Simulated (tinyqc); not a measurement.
Strain-driven roughening and islands of a mismatched epitaxial film. From one set of inputs to another, one input at a time. Computed by tinyqc, a small Python program. Command: `OMP_NUM_THREADS=1 python tinyqc.py 3000424 3000425 out.jsonl island ladder`. One thread of a shared host (Intel(R) Xeon(R) Processor @ 2.30GHz), about 0.01 s of CPU time with the checks.

Film and substrate share isotropic elastic constants; the film is coherent and biaxially strained.

The inputs printed are set A. Set A is modelled on GaN on AlN; the values taken over come from a set modelled on In(0.5)Ga(0.5)As on GaAs. Inputs not listed in the table keep their values of set A, so the rows need not describe a real material.

Inputs (values chosen for the exercise, modelled on GaN on AlN):

| quantity | value | unit |
|---|---|---|
| misfit \|f\| | 0.023 | - |
| shear modulus G | 122 | GPa |
| Poisson ratio nu | 0.18 | - |
| surface energy gamma | 1.8 | J/m^2 |
| contact angle of the shallow shape theta_1 | 13.5 | degrees |
| contact angle of the steep shape theta_2 | 31.3 | degrees |
| facet energy of shape 1 over gamma | 1.003 | - |
| facet energy of shape 2 over gamma | 1.06 | - |
| surface mobility D_s nu_s Omega^2/(k_B T) | 1.2e-34 | m^6/(J s) |

Transport: surface diffusion.

Constants: e = 1.602176634e-19 C.

Method:
- M = 2 G (1 + nu)/(1 - nu); stress = M f; energy density w = M f^2.
- A ripple A cos(k x) has the surface chemical potential per volume [gamma k^2 - 2 (1 + nu) w k] A cos(k x), so k_c = 2 (1 + nu) w/gamma. With surface diffusion the amplitude grows at the rate q = B k^2 [2 (1 + nu) w k - gamma k^2], fastest at k_m = (3/4) k_c. B is the surface mobility.
- Shallow faceted island (Tersoff form): E = 4 Gam V^(2/3) tan^(1/3)(theta) - 6 c V tan(theta), Gam = gamma [x/sin(theta) - 1/tan(theta)], x the facet energy over gamma, c = stress^2 (1 - nu)/(2 pi G).
- The barrier is the maximum of E, at V_c = [4 Gam/(9 c)]^3 / tan^2(theta) (1 GPa nm = 1 J/m^2).

Each row keeps all changes above it:

| input moved | from | to | growth time 1/q at k_m (s) | barrier, shape 1 (eV) | barrier, shape 2 (eV) |
|---|---|---|---|---|---|
| set A | - | - | 12.480 | 18.532 | 200.62 |
| surface energy gamma (J/m^2) | 1.8 | 0.794 | 1.071 | 1.591 | 17.22 |
| Poisson ratio nu | 0.18 | 0.32 | 0.207 | 0.699 | 7.56 |
| surface mobility D_s nu_s Omega^2/(k_B T) (m^6/(J s)) | 1.2e-34 | 1.1e-35 | 2.254 | 0.699 | 7.56 |
| contact angle of the shallow shape theta_1 (degrees) | 13.5 | 13.1 | 2.254 | 0.670 | 7.56 |
| misfit \|f\| | 0.023 | 0.0355 | 0.070 | 0.118 | 1.33 |
| contact angle of the steep shape theta_2 (degrees) | 31.3 | 28.7 | 0.070 | 0.118 | 1.32 |
| shear modulus G (GPa) | 122 | 38.6 | 6.982 | 1.179 | 13.18 |

Which inputs carry the difference?

Growth time 1/q at k_m goes from 12.5 to 6.98, a factor 0.559 in all. The largest single move comes from shear modulus G (a factor 99.8), but it runs against the net change; the largest move in the direction of the net change is misfit |f| (a factor 0.0310). barrier, shape 1 goes from 18.5 to 1.18, a factor 0.0636 in all. The largest single move comes from surface energy gamma (a factor 0.0858), and shear modulus G works against it (a factor 9.99). barrier, shape 2 goes from 201 to 13.2, a factor 0.0657 in all. The largest single move comes from surface energy gamma (a factor 0.0858), and shear modulus G works against it (a factor 9.99). The single moves hold for this order of the switches; the total does not depend on the order.

Caution (rows Poisson ratio nu, surface mobility D_s nu_s Omega^2/(k_B T), contact angle of the shallow shape theta_1, misfit |f|, contact angle of the steep shape theta_2): a wavelength of a few nanometres is at the limit of continuum theory, where steps and facets rule. Caution (rows Poisson ratio nu, surface mobility D_s nu_s Omega^2/(k_B T), contact angle of the shallow shape theta_1, shear modulus G): a critical island of a few cubic nanometres holds a few hundred atoms at most, and edge energies, left out here, matter. Caution (rows misfit |f|, contact angle of the steep shape theta_2): a critical volume below 1 nm^3 holds fewer than a hundred atoms, so a continuum barrier there has no physical meaning.

Extremes, crossings and ranges named in words are read from the listed rows.
